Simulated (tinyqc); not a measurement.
Closing and inverting the gap: three-level Kane dispersion of a narrow-gap semiconductor.

Zero of energy at Gamma8, c = hbar^2/2m0, P^2 = Ep c. The free-electron term and remote bands are left out, so the heavy holes are flat at E = 0 and the other three bands obey E (E - Eg)(E + Dso) = P^2 k^2 (E + 2 Dso/3). The conduction band is the highest root; its edge is Ec = max(Eg, 0).

Constants: hbar^2/2m0 = 3.80998211 eV angstrom^2.

Values chosen for the exercise (out of a larger set: near those of grey Sn; not measured data):
- Dso = 0.79 eV (spin-orbit splitting)
- Ep = 23.6 eV (Kane energy)
- k = 0.038 1/angstrom (wave vector)

Eg is varied at fixed k, Dso and Ep. Edge mass: Eg (Eg + Dso)/(Ep (Eg + 2 Dso/3)) for Eg > 0, 3 |Eg|/(2 Ep) for Eg < 0. The Gamma6 weight of the conduction state is 1/(1 + P^2 k^2 [(2/3)/E^2 + (1/3)/(E + Dso)^2]).

Results:
```
Eg (eV)      m0*  highest root (eV)  middle (eV)  lowest (eV)  E - Ec (meV)  Gamma6 weight
-0.200   0.01271             0.2259      -0.3495      -0.8664         225.9          0.365
-0.100   0.00636             0.2662      -0.3001      -0.8561         266.2          0.442
-0.010   0.00064             0.3093      -0.2605      -0.8487         309.3          0.515
0.010    0.00063             0.3197      -0.2524      -0.8473         309.7          0.531
0.040    0.00248             0.3360      -0.2407      -0.8453         296.0          0.555
0.100    0.00602             0.3708      -0.2192      -0.8416         270.8          0.602
0.200    0.01155             0.4345      -0.1881      -0.8364         234.5          0.672
```

Give the missing row, Eg (eV) = -0.040.

Computed row:
```
Eg (eV)      m0*  highest root (eV)  middle (eV)  lowest (eV)  E - Ec (meV)  Gamma6 weight
-0.040   0.00254             0.2942      -0.2732      -0.8510         294.2          0.491
```

The edge mass vanishes with |Eg| from both sides, yet the kinetic energy at this k stays finite, at most 309.7 meV in the table; at Eg = 0 the two-level form, without the split-off band, gives the linear value sqrt(2/3) P k = 294.2 meV. The Gamma6 weight of the conduction state goes smoothly from 0.37 to 0.67 and is 0.52 and 0.53 in the two rows next to Eg = 0: at finite k nothing jumps at the inversion.

Run: tinyqc, `OMP_NUM_THREADS=1 python tinyqc.py 1081468 1081469 out.jsonl`; Intel(R) Xeon(R) Processor @ 2.30GHz, one thread, shared host; about 0.01 s of CPU time with all checks.
